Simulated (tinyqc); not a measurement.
# Two-band model of a narrow-gap semiconductor with electrons and holes, step by step

A worked calculation. Computed by tinyqc, a small Python program that keeps every step. Command: `OMP_NUM_THREADS=1 python tinyqc.py 3025322 3025323 out.jsonl bipolar walk`. One thread of a shared host (Intel(R) Xeon(R) Processor @ 2.30GHz), about 0.07 s of CPU time with the checks. Intermediate numbers are printed to about 7 digits and carried at full precision; extremes and crossings named in words are read from the listed rows.

Two parabolic bands with acoustic scattering (r = -1/2, a = 0), a gap that does not change with T, and fully ionised dopants. Melting is ignored, so values above the melting point are formal, and kappa_L does not change with T. eta_n = (E_F - E_c)/(k_B T), eta_p = -eta_n - E_g/(k_B T).

Inputs (values chosen for the exercise, modelled on InAs): electron mass m_n = 0.025 m_0; hole mass m_p = 0.4 m_0; electron mobility parameter mu_300,n = 28000 cm^2/(V s); hole mobility parameter mu_300,p = 430 cm^2/(V s); temperature exponent p = 1.5; band gap E_g = 0.35 eV; net doping N = 6e+18 1/cm^3; lattice thermal conductivity kappa_L = 21 W/(m K); temperature T = 780 K.

Doping: p-type.

Constants: k_B = 8.617333262e-05 eV/K; m_0 = 9.1093837015e-31 kg; k_B = 1.380649e-23 J/K; hbar = 1.054571817e-34 J s; e = 1.602176634e-19 C.

## Fermi level

With x = E/(k_B T), a = alpha k_B T (0 for a parabolic band), G = x (1 + a x), D = 1 + 2 a x and <y> = int y f (1 - f) dx, f = 1/(1 + exp(x - eta)): tau = tau_0 G^r/D; transport function s = G^(3/2 + r)/D^2; n = N_0 <G^(3/2)> with N_0 = (2 m k_B T)^(3/2)/(3 pi^2 hbar^3). Integrals over x = E/(k_B T) use 160 Gauss-Legendre points in u = sqrt(x) from 0 to sqrt(max(eta, 0) + 32). Neutrality: p - n = N, with n = N_0(m_n) <x^(3/2)> at eta_n and p = N_0(m_p) <x^(3/2)> at eta_p.

eta_n = -3.798567

eta_p = -1.408589

## Each band alone

sigma = e mu_0 N_0 <s> with mu_0 = e tau_0/m = mu_300 (T/300 K)^(-p); |S| = (k_B/e)(<x s>/<s> - eta); Lorenz number L = (k_B/e)^2 (<x^2 s>/<s> - (<x s>/<s>)^2); kappa_e = L sigma T; zT = S^2 sigma T/(kappa_L + kappa_e). Hall factor r_H = <x^(3/2)> <x^(1/2)>/<s>^2.

Partial coefficients:
```
band       sigma (S/cm)  |S| (microvolt/K)  L (1e-8 V^2/K^2)  density (1/cm^3)  Hall factor
electrons      7.416480           500.6388          1.489282      9.243440e+15     1.176521
holes          71.96172           303.3825          1.525747      6.009243e+18     1.163133
```

The minority carriers have the larger |S|, since the Fermi level lies farther from their band; they carry 9.3 % of the conductivity.

## Both bands together

Both bands together (these totals replace the one-band zT): sigma = sigma_n + sigma_p; S = (sigma_p |S_p| - sigma_n |S_n|)/sigma; kappa_bip = (sigma_n sigma_p/sigma)(|S_n| + |S_p|)^2 T; kappa_e = (L_n sigma_n + L_p sigma_p) T; zT = S^2 sigma T/(kappa_L + kappa_e + kappa_bip); weak-field R_H = (r_p sigma_p^2/p - r_n sigma_n^2/n)/(e sigma^2), where the Hall factors r_n and r_p are <x^(3/2)> <x^(1/2)>/<s>^2.

conductivity sigma = 79.37820 S/cm

Seebeck coefficient S = 228.2610 microvolt/K

bipolar thermal conductivity = 0.3390219 W/(m K)

kappa_e = 0.09425566 W/(m K)

zT = 0.01505119

Hall coefficient R_H = -5.942150 cm^3/C

The minority band lowers |S| from 303 to 228 microvolt/K, and bipolar flow adds 1.6 % of the thermal conductivity. S and R_H have opposite signs, because R_H weights each carrier by mu^2 and S by mu times the partial |S| of its band.

## The maximum of |S| and the Goldsmid-Sharp gap

T_max maximises |S| of the majority sign between 150 and 1200 K; the Goldsmid-Sharp estimate is E_g = 2 e |S_max| T_max.

T_max = 630.3945 K

|S_max| = 262.8715 microvolt/K

Goldsmid-Sharp gap = 0.3314255 eV

estimate over true gap = 0.9469300

The estimate is 0.95 times the true gap. The weighted-mobility ratio of majority to minority carriers, mu m^(3/2), is 0.983.

## Against temperature

The formulas are those given above.

The same sample:
```
T (K)    n (1/cm^3)    p (1/cm^3)  sigma (S/cm)  S (microvolt/K)  kappa_bip (W/(m K))            zT  R_H (cm^3/C)
150    9.166038e+03  6.000000e+18      669.7289         115.7685         1.017746e-11  6.355380e-03       1.12297
200    2.586214e+07  6.000000e+18      469.2236         144.1179         1.504027e-08  9.209954e-03       1.14515
250    3.468910e+09  6.000000e+18      351.8245         167.9139         1.241188e-06  1.172665e-02       1.16104
300    9.954017e+10  6.000000e+18      276.0927         188.2887         2.423814e-05  1.389330e-02       1.17252
350    1.169700e+12  6.000001e+18      223.9310         206.0336         2.076480e-04  1.574823e-02       1.18002
400    7.807851e+12  6.000008e+18      186.2484         221.6541         1.062035e-03  1.733088e-02       1.17973
500    1.234692e+14  6.000123e+18      136.3424         247.0742         1.093201e-02  1.970677e-02       1.07364
600    8.562571e+14  6.000856e+18      106.0122         261.8181         5.389032e-02  2.061357e-02       0.38336
750    6.655761e+15  6.006656e+18       81.8179         241.5461         2.675509e-01  1.676042e-02      -4.25066
900    2.844027e+16  6.028440e+18       76.9121         143.8819         6.949579e-01  6.573539e-03     -13.92602
1050   8.412857e+16  6.084129e+18       89.7217          12.5124         1.117900e+00  6.625765e-05     -19.18991
1200   1.938047e+17  6.193805e+18      118.4291         -79.7571         1.341839e+00  4.007518e-03     -16.52138
```

Among the rows where S keeps the majority sign, zT is largest at 600 K and |S| at 600 K. Among these rows sigma is least at 900 K; at higher T thermal pairs outweigh the falling mobility. R_H changes sign between 600 and 750 K. S changes sign between 1050 and 1200 K. kappa_bip reaches 1.34 W/(m K) at the last row, 0.0639 times kappa_L.

Checks made by the program: neutrality (relative difference below 1e-10).
